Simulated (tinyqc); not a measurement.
Bond unit of a tetrahedral oxide and its oxygen vacancy in tight binding: sweeps and comparisons. A value that a table varies takes the place of the one given here.

Two sp3 hybrids h1, h2 at eh = (es + 3 ep)/4 point at one oxygen with orbitals s, px, py, pz; x joins the two cations, z bisects the angle phi, and th = (180 - phi)/2. With u = hbar^2/(m d^2) = 2c/d^2, c = hbar^2/2m0: Vhs = -(1.32 + sqrt3 x 1.42) u/2 and Vhp = (1.42 + sqrt3 x 2.22) u/2. <h|s> = Vhs for both; <h1|px> = Vhp cos(th), <h2|px> = -Vhp cos(th); <h|pz> = Vhp sin(th) for both; py is a lone pair. The unit holds 8 electrons. Coupling between units, which widens the levels into bands, is left out.

Without the oxygen the two hybrids face each other at distance R and couple by -V2, V2 = 3.22 x 2c/R^2, c = hbar^2/2m0: a bond at eh - V2 with two electrons and an antibond at eh + V2. Levels are measured from eop, the lone-pair level that stands for the top of the valence band.

Constants: hbar^2/2m0 = 3.80998211 eV angstrom^2.

Inputs chosen for the exercise (near tabulated values for SiO2; shifted at random, so the results belong to these values and not to a real crystal):
- es = -14.69 eV (s level of the cation)
- ep = -7.74 eV (p level of the cation)
- eos = -33.39 eV (s level of oxygen)
- eop = -16.63 eV (p level of oxygen)
- d = 1.6 angstrom (cation-oxygen distance)
- phi = 166 degrees (bond angle at oxygen)
- R = 3.24 angstrom (cation-cation distance across the vacancy)

## Bond angle at oxygen

phi is varied at fixed d. Levels above eop; cation-cation distance 2 d cos(th); band energy is twice the sum of the four filled levels, relative to phi = 180; excess on O is the number of electrons on oxygen less 6.

Against phi:
```
phi (deg)  distance (angstrom)  level 2  level 3  level 5  level 6  excess on O  band energy (eV)
110                      2.621   -6.180   -2.791   12.536   13.333        0.869            -2.181
120                      2.771   -6.666   -2.234   11.931   13.818        0.897            -1.943
130                      2.900   -7.085   -1.683   11.339   14.237        0.934            -1.597
140                      3.007   -7.434   -1.161   10.782   14.587        0.982            -1.182
150                      3.091   -7.710   -0.698   10.291   14.862        1.035            -0.751
160                      3.151   -7.908   -0.327    9.900   15.061        1.086            -0.366
170                      3.188   -8.028   -0.085    9.646   15.181        1.125            -0.097
180                      3.200   -8.068    0.000    9.557   15.221        1.140             0.000
```

Bending moves coupling from px to pz: level 2 rises from -8.07 to -6.18 eV and level 3 falls from 0.00 to -2.79 eV between 180 and 110 degrees. The lowest empty level is lowest at 180 degrees (9.56 eV) and highest at 110 (12.54 eV), so a spread of angles in a glass smears the conduction edge. The band energy is lowest at 110 degrees of those listed (-2.18 eV); the repulsion of the cations, not included, opposes bending.

## The vacancy as the cations move

R is varied; eh = (es + 3 ep)/4. The last two columns are the band energies of the bond with two electrons, -2 V2, and with one, -V2.

Against R (eV):
```
R (angstrom)     V2  bond level  antibond level  two electrons  one electron
2.20          5.069       2.083          12.222        -10.139        -5.069
2.35          4.443       2.710          11.595         -8.886        -4.443
2.50          3.926       3.227          11.078         -7.852        -3.926
2.70          3.366       3.787          10.518         -6.731        -3.366
3.00          2.726       4.426           9.879         -5.453        -2.726
3.30          2.253       4.899           9.406         -4.506        -2.253
3.70          1.792       5.360           8.945         -3.585        -1.792
4.20          1.391       5.762           8.543         -2.782        -1.391
```

The bond level rises from 2.08 eV at 2.2 to 5.76 eV at 4.2 angstrom, towards the lone hybrid at 7.15 eV. Taking one electron away halves the pull between the cations (at 2.5 angstrom from 6.28 to 3.14 eV/angstrom), so the positive vacancy relaxes outward and its level moves up: capture and release of a hole take place at different energies.

## What each value does

Spacing from the highest filled to the lowest empty level, excess electrons on oxygen (their number less 6), and the vacancy bond level eh - V2 - eop, V2 = 3.22 x 2c/R^2. Each row changes one parameter from the base and keeps the others.

Results:
```
case               spacing (eV)  excess on O  vacancy level (eV)
base                     9.7289       1.1119              4.8152
es = -14.19 eV           9.8416       1.1187              4.9402
ep = -7.24 eV           10.0675       1.1322              5.1902
eos = -31.39 eV          9.9025       1.0907              4.8152
eop = -16.13 eV          9.2380       1.0888              4.3152
d = 1.64 angstrom        9.5087       1.1392              4.8152
phi = 158 degrees        9.9685       1.0766              4.8152
R = 3.39 angstrom        9.7289       1.1119              5.0174
```

The largest shifts from the base row, up to three for each result and ties (the steps differ in size, so this ranks the rows, not the parameters). spacing (eV): eop -0.4909, ep +0.3385, phi +0.2396; unchanged at the printed digits by R. excess on O: phi -0.0352, d +0.0273, eop -0.0231; unchanged at the printed digits by R. vacancy level (eV): eop -0.5000, ep +0.3750, R +0.2023; unchanged at the printed digits by eos, d and phi.

Program tinyqc; command `OMP_NUM_THREADS=1 python tinyqc.py 1482318 1482319 out.jsonl`; about 0.01 s on one thread of a shared Intel(R) Xeon(R) Processor @ 2.30GHz.
